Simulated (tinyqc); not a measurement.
Adsorption as a lattice gas: isotherms with interactions, competition, desorption peaks and saturation dose: one step, computed by the program tinyqc. Command: `OMP_NUM_THREADS=1 python tinyqc.py 3016220 3016221 out.jsonl adsorb walk`. One thread of a shared host (Intel(R) Xeon(R) Processor @ 2.30GHz), about 0.2 s of CPU time with the checks.

One adsorbate per site; a molecule needs 2 empty sites. Gas and surface have the same temperature.

Question. Flux and the Langmuir coverage. Flux F = p/sqrt(2 pi M k_B T); k_d = nu exp(-E/(k_B T)); 2 s0 F (1 - theta)^2 = N_s k_d theta^2, so y = sqrt(2 s0 F/(N_s k_d)), theta = y/(1 + y). With a second gas on the same sites theta = y/(1 + y + K_B p_B).

Inputs (values chosen for the exercise, for a model surface):
```
quantity                             value    unit
desorption energy E                   1.83      eV
prefactor nu                       5.3e+13     1/s
site density N_s                        11  1/nm^2
molecular mass M                        65       u
sticking coefficient s0               0.14       -
temperature T                          687       K
pressure p                         0.00029      Pa
blocking by a second gas, K_B p_B     0.89       -
```

Adsorption: dissociative (second order).

Constants: u = 1.6605390666e-27 kg; k_B = 1.380649e-23 J/K; k_B = 8.617333262e-05 eV/K.

Give: flux F; k_d; y; Langmuir coverage; coverage with the second gas.

Answer.

flux F = 3.6158 1/(nm^2 s)

k_d = 1.9931 1/s

y = 0.21489

Langmuir coverage = 0.17688

coverage with the second gas = 0.10209
